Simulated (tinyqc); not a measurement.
What each parameter does: thresholds of impact ionisation and Auger recombination from band masses.

Parabolic bands, no phonon. At threshold the three slow carriers share one velocity. With M their total mass and m4 the mass of the fast carrier, the fast carrier has the kinetic energy E_T = G M/(M - m4) and the slow ones together E_a = G m4/(M - m4), the activation energy of the Auger rate. CCCH (fast electron): G = Eg, M = 2 me + mh, m4 = me. CHHS (hole into the split-off band): G = Eg - Dso, M = 2 mh + me, m4 = ms; this form holds for Eg > Dso (below, the process needs about Dso - Eg and is marked by a dash). CHHL (hole into the light band): G = Eg, M = 2 mh + me, m4 = ml. CHHH (fast heavy hole): G = Eg, M = 2 mh + me, m4 = mh.

Non-parabolic fast electron: E (1 + alpha E) = c k^2/me with alpha = (1 - me)^2/Eg; the slow carriers stay parabolic, so E_T = Eg + me E_T (1 + alpha E_T)/M, M = 2 me + mh (the root between Eg and 1.9 Eg).

Constants: kB = 8.617333262e-05 eV/K.

Parameters, chosen for this exercise (near those of InAs, gap at low temperature and not tied to T; shifted at random, so the results belong to these values and not to a real crystal): Eg = 0.407 eV (gap at Gamma to the s-like level); Dso = 0.4 eV (spin-orbit splitting); me = 0.0263 m0 (electron mass at Gamma); mh = 0.42 m0 (heavy-hole mass); ms = 0.144 m0 (split-off mass); ml = 0.027 m0 (light-hole mass); T = 200 K (temperature).

Activation energies.

Results for these values:
```
case  CCCH (meV)  CCCH non-parabolic (meV)  CHHL (meV)
base       23.98                     53.04       13.09
```

What happens to each result for ms = 0.1584 m0, all else kept?

Answer: CCCH does not change at the printed digits; CCCH non-parabolic does not change at the printed digits; CHHL does not change at the printed digits.

The same for each parameter in turn:
```
case            CCCH (meV)  CCCH non-parabolic (meV)  CHHL (meV)
base                 23.98                     53.04       13.09
Eg = 0.3663 eV       21.59                     47.73       11.78
Dso = 0.36 eV        23.98                     53.04       13.09
me = 0.0237 m0       21.74                     47.59       13.13
mh = 0.378 m0        26.48                     59.44       14.55
ms = 0.1584 m0       23.98                     53.04       13.09
ml = 0.0297 m0       23.98                     53.04       14.45
```

Program tinyqc; command `OMP_NUM_THREADS=1 python tinyqc.py 1850538 1850539 out.jsonl`; about 0.01 s on one thread of a shared Intel(R) Xeon(R) Processor @ 2.30GHz.
